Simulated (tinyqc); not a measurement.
# Electron density from the centroid

Inverse problem. In the Fang-Howard model the centroid is 3/b with b^3 = 6 (mz1/C) q (Nd + 11 Ns/32)/(eps0 eps_r), C = hbar^2/(2 m0), the field in eV/nm. Find b and Ns.

Values chosen for this exercise; masses and permittivity close to those of 4H silicon carbide (0001):
```
symbol   value   unit                                     meaning
eps_r     9.79                              relative permittivity
mz1      0.325     m0  mass along z of valley set A (3 valley(s))
Nd      1.2e12  cm^-2           sheet density of depletion charge
```

Constants: q = 1.602176634e-19 C, hbar = 1.054571817e-34 J s, m0 = 9.1093837015e-31 kg, eps0 = 8.8541878128e-14 F/cm where lengths are in cm, hbar^2/(2 m0) = 0.0380998212 eV nm^2. Results are converted to the units shown.

centroid = 1.6806322 nm

Answer. b = 3/centroid gives Nd + 11 Ns/32, from which the depletion charge is taken off.

b = 1.79 1/nm
Ns = 1.40e13 cm^-2

tinyqc, about 0.3 s, one thread, Intel Xeon 2.30GHz (shared host): `OMP_NUM_THREADS=1 python tinyqc.py 2160101 2160102 out.jsonl`
